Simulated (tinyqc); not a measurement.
## Line constants from open and short measurements

Question. A uniform line of length len, under a quarter wavelength, has Z_open = Zc coth(gamma len) and Z_short = Zc tanh(gamma len); gamma Zc = r + i w l and gamma/Zc = g + i w c, w = 2 pi f. Find r, l and c.

Inputs (values chosen for the exercise): length len = 4.5 mm; frequency f = 5.5 GHz.

Zin with the far end open = 18.063432-44.784553i ohm
Zin with the far end shorted = 72.690474+27.121308i ohm

Solution. The product of the two impedances is Zc^2 and their ratio tanh^2(gamma len); the principal branch holds below a quarter wavelength.

r = 10.6 ohm/mm
l = 0.274 nH/mm
c = 110 pF/m

Computed by the program tinyqc: `OMP_NUM_THREADS=1 python tinyqc.py 2810147 2810148 out.jsonl`, one thread of a shared Intel Xeon 2.30GHz, about 0.01 s for the whole run.
